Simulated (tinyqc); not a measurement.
Worked calculation: Weaire-Thorpe hybrids on a Bethe lattice: gap and dangling bond of an amorphous tetrahedral solid. Values are carried at full precision from step to step, so a last printed digit may differ when a step is redone from the rounded ones.

Four sp3 hybrids an atom at energy 0, coupled by -V1 on the atom and by -V2 along a bond; the bonds form a tree (no rings). For any network the gap runs at least from -V2 + V1 to V2 - 3 V1, and p-like states pile up at -V2 + V1 and V2 + V1. On the tree the gap is wider: it ends at Ec = -V1 + sqrt(V2^2 + 4 V1^2 - 2 sqrt3 V1 V2), which makes it well wider than the gaps of the real glasses. A branch seen from a hybrid has the self-energy S = V2^2 g, where g is the Green function of the hybrid across the bond, whose three partners carry S themselves. With a = z - V1, b = a - S: g = 1/(a + V1 b/(b + 3 V1)), z = E + i eta. A full atom has G = (1/b)(b + 3 V1)/(b + 4 V1) per hybrid; a dangling hybrid with shift dh has G = 1/(1/g - dh).

Values chosen for the exercise (of the size of tabulated hybrid energies for amorphous silicon; shifted at random, so the results belong to these values and not to a real crystal): V1 = 1.76 eV (coupling of two hybrids on one atom); V2 = 4.22 eV (coupling of the two hybrids of a bond); E = -2.31 eV (energy); eta = 0.05 eV (broadening); dh = -0.08 eV (shift of the dangling hybrid (rehybridisation)).

## Edges

Bounds -V2 + V1 and V2 - 3 V1. On the tree the s-like bands are narrower: E = -V1 -/+ sqrt(V2^2 + 4 V1^2 + V1 V2 e) with e from -2 sqrt3 to 2 sqrt3 (for a crystal, -4 to 4), so the conduction edge is -V1 + sqrt(V2^2 + 4 V1^2 - 2 sqrt3 V1 V2).

edges (eV): Ev -2.4600, Ec(bound) -1.0600, Ec(tree) 0.3543

gaps (eV): (bound, reached in the crystal) 1.4000, (tree) 2.8143

The gap needs no periodicity, only V2 > 2 V1 (here V2/V1 = 2.398); leaving out rings widens it by 1.414 eV. Two parameters give the trend, not the value.

## The self-energy at one energy

S = V2^2 g is a quadratic A S^2 + B S + C = 0 with A = a + V1, B = -(a (a + 4 V1) + V2^2), C = V2^2 (a + 3 V1), a = z - V1. Of the two roots take the one with Im S < 0 (if both qualify, the decaying one, with the smaller |V1 V2 g/(b + 3 V1)|).

A, B, C: -2.3100+0.0500i  -5.7180+0.0550i  21.5482+0.8904i

roots (eV): 2.0574+0.0798i  -4.5321-0.1096i

S = -4.5321-0.1096i eV

## Densities at that energy

With z = E + i eta, b = z - V1 - S: full atom G = (b + 3 V1)/(b (b + 4 V1)); g = S/V2^2; dangling hybrid 1/(1/g - dh); densities -Im G/pi.

G (1/eV): (bulk) 1.4835-0.5015i, (dangling with dh = 0) -0.2545-0.0062i, (dangling with dh) -0.2598-0.0064i
densities (1/eV): (bulk) 0.1596, (dangling with dh = 0) 0.0020, (dangling with dh) 0.0020

## The dangling-bond level

For eta = 0 the level solves 1/g(E) = dh inside the gap (bisection); its weight on the dangling hybrid is 1/(d(1/g)/dE), by central differences with step 1e-5 eV.

level = -0.0389 eV
above Ev = 2.4211 eV
weight on the dangling hybrid = 0.494

The level lies at 86 % of the gap of the tree; 51 % of it spreads over the back bonds.

## Checks

- Conduction edge from the formula against the zero of the discriminant: both 0.354291.
- S from the quadratic against damped iteration of S = V2^2 g: both -4.532072.

(tinyqc, `OMP_NUM_THREADS=1 python tinyqc.py 1480904 1480905 out.jsonl`, Intel(R) Xeon(R) Processor @ 2.30GHz, 1 thread, shared host, about 0.02 s.)
